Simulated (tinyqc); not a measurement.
Energy against coordination: Gupta-type many-body potential for a metal. Computed by tinyqc, a small Python program. Command: `OMP_NUM_THREADS=1 python tinyqc.py 3013764 3013765 out.jsonl gupta walk`. One thread of a shared host (Intel(R) Xeon(R) Processor @ 2.30GHz), about 0.01 s of CPU time with the checks.

E_i = sum_j A exp(-p (r_ij/r0 - 1)) - xi rho_i^gamma, with rho_i = sum_j exp(-2 q (r_ij/r0 - 1)); gamma = 1/2 is the tight-binding second-moment form. The crystal is fcc unless stated; d is the neighbour distance and a fixed number of shells is kept.

Inputs (values chosen for the exercise, modelled on lead): repulsion A = 0.0993 eV; hopping xi = 0.896 eV; decay p = 9.51; decay q = 3.6; reference distance r0 = 3.501 angstrom; embedding exponent gamma = 0.5.

Method. Nearest neighbours only, z equal bonds relaxed to their best length: r/r0 = 1 + ln[A p z^(1 - gamma)/(2 q gamma xi)]/(p - 2 q gamma), E = z A exp(-p (r/r0 - 1)) - xi [z exp(-2 q (r/r0 - 1))]^gamma.

Relaxed bonds:
```
z   r (angstrom)  E per atom (eV)  E/z (eV)
1         2.7733          -1.1767   -1.1767
2         2.9786          -1.3474   -0.6737
3         3.0987          -1.4586   -0.4862
4         3.1839          -1.5429   -0.3857
6         3.3040          -1.6701   -0.2784
8         3.3892          -1.7667   -0.2208
9         3.4241          -1.8079   -0.2009
12        3.5093          -1.9124   -0.1594
```

Bonds lengthen from 2.773 to 3.509 angstrom between z = 1 and 12, and |E| grows as z^0.195, the exponent gamma (p - 2q)/(p - 2 q gamma) = 0.195; pair bonds would give z^1 at a fixed length.

Extremes, crossings and ranges named in words are read from the listed rows.
